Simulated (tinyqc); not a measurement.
Elastic strain and critical thickness of a cubic alloy layer A(1-x)B(x) on a thick substrate: one step, computed by the program tinyqc. Command: `OMP_NUM_THREADS=1 python tinyqc.py 3001546 3001547 out.jsonl misfit walk`. One thread of a shared host (Intel(R) Xeon(R) Processor @ 2.30GHz), about 0.01 s of CPU time with the checks.

Strain is positive in tension. The layer is coherent with the substrate unless said otherwise.

Problem. Equilibrium strain at the thickness h. For h > h_c the same force balance gives the strain left, |e| = |f| A [ln(h/b) + 1]/h, and below h_c e = f; relaxation = 1 - e/f; dislocations per length across each line direction = (|f| - |e|)/(b cos lambda).

Inputs (values chosen for the exercise, for a model alloy): layer thickness h = 190 nm.

Layer: buried under a thick cap. Misfit dislocation: 60-degree.

critical thickness h_c (Matthews-Blakeslee) = 84.80289 nm

misfit f = 0.003610365

prefactor A = 13.32818 nm

Burgers vector b = 0.3975849 nm

Give: strain left e; relaxation; dislocation line density.

Solution.

strain left e = 0.001816

relaxation = 49.71 %

dislocation line density = 9.028 1/micrometre

h is 2.24 h_c: in equilibrium dislocations lie 111 nm apart; slow nucleation and glide can keep a real layer more strained.
